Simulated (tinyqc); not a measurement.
# Thin-film transistor with exponential tail and deep states, accumulation layer, step by step

Numbers from tinyqc (`OMP_NUM_THREADS=1 python tinyqc.py 2610067 2610068 out.jsonl`; about 0.02 s on one thread of a shared Intel Xeon 2.30GHz). Printed values are rounded.

An undoped film in accumulation, thicker than the space-charge layer. With band bending psi the Fermi level lies E0 - psi below the band edge. Free electrons n = n0 exp(psi/Vt) carry the current; electrons in two exponential distributions of traps, a = a0 exp(psi/Va) and d = d0 exp(psi/Vp), do not. Linear regime, ohmic contacts, traps in equilibrium.

Inputs (values chosen for the exercise); values close to those of an organic semiconductor: temperature T = 290 K; relative permittivity of the semiconductor eps_r = 3.2; density of extended states Nc = 1.2e20 cm^-3; band mobility mb = 3.6 cm^2/(V s); total density of tail states Nt = 1.1e20 cm^-3; characteristic temperature of the tail Tt = 430 K; total density of deep states Nd = 3e17 cm^-3; characteristic temperature of the deep states Td = 1240 K; bulk Fermi level below the band edge E0 = 0.64 eV; gate capacitance Ci = 12 nF/cm^2; ratio W/L WL = 5; drain voltage Vd = 0.2 V; gate voltage above flat band Vg = 14 V.

Constants: q = 1.602176634e-19 C, kB = 1.380649e-23 J/K, Vt = kB T/q, eps0 = 8.8541878128e-14 F/cm where lengths are in cm. Results are converted to the units shown.

Range of the model: The th form assumes a Fermi level far below the band edge; at the surface it overcounts the filled tail by a factor of about 1.2.

## Bulk densities

Va = kB Tt/q, Vp = kB Td/q; n0 = Nc exp(-E0/Vt), a0 = Nt th(T/Tt) exp(-E0/Va), d0 = Nd th(T/Td) exp(-E0/Vp), th(x) = pi x/sin(pi x).

Va = 0.03705453 V
Vp = 0.1068549 V
th(T/Tt) = 2.482153
n0 = 9.055494e8 cm^-3
a0 = 8.613031e12 cm^-3
d0 = 8.236589e14 cm^-3

## Iteration 1: surface potential by Newton steps

psi at the start = 0.69 V

Va = kB Tt/q, Vp = kB Td/q. G(psi) = sum over the three kinds of c0 [V (exp(psi/V) - 1) - psi], field F = sqrt(2 q G/(eps0 eps_r)); Vg = psi + eps0 eps_r F/Ci at the surface. f = psi + eps0 eps_r F/Ci - Vg, f' = 1 + q rho/(Ci F) with rho = sum c0 (exp(psi/V) - 1); psi(new) = psi - f/f'.

F = 8321.724 kV/cm
f = 183.1756 V
f' = 3114.281
psi after iteration 1 = 0.6311820 V

## Iteration 2: surface potential by Newton steps

As before.

F = 3382.004 kV/cm
f = 66.48424 V
f' = 1184.699
psi after iteration 2 = 0.5750629 V

## Course of the iteration: surface potential by Newton steps

Stop when psi changes by less than 1e-10 V, or after 30 iterations. psi must stay between 0 and 5 V.

Course of the iteration:
```
iteration    psi (V)  |change| (V)
1          0.6311820        0.0588
2          0.5750629        0.0561
3          0.5311996        0.0439
4          0.5094338        0.0218
5          0.5052770       4.16e-3
6          0.5051502       1.27e-4
7          0.5051501       1.13e-7
8          0.5051501      9.06e-14
```

Converged in 8 iterations. At the end the number of correct digits about doubles with each step.

## Free and total charge, current

psi_s = 0.5051501 V

Va = kB Tt/q, Vp = kB Td/q. G(psi) = sum over the three kinds of c0 [V (exp(psi/V) - 1) - psi], field F = sqrt(2 q G/(eps0 eps_r)); Vg = psi + eps0 eps_r F/Ci at the surface. Total charge Q = Ci (Vg - psi_s); free charge Qf = q times the integral of n0 (exp(psi/Vt) - 1)/F over psi from 0 to psi_s; I = (W/L) mb Qf Vd; effective mobility mb Qf/Q.

surface densities (cm^-3): free 5.441100e17, tail 7.173397e18, deep 9.307819e16
Q = 161.9382 nC/cm^2
Qf = 5.666238 nC/cm^2
effective mobility = 0.1259645 cm^2/(V s)
I = 20.39846 nA

3.50 % of the induced charge is free, against 6.97 % of the electrons right at the surface.
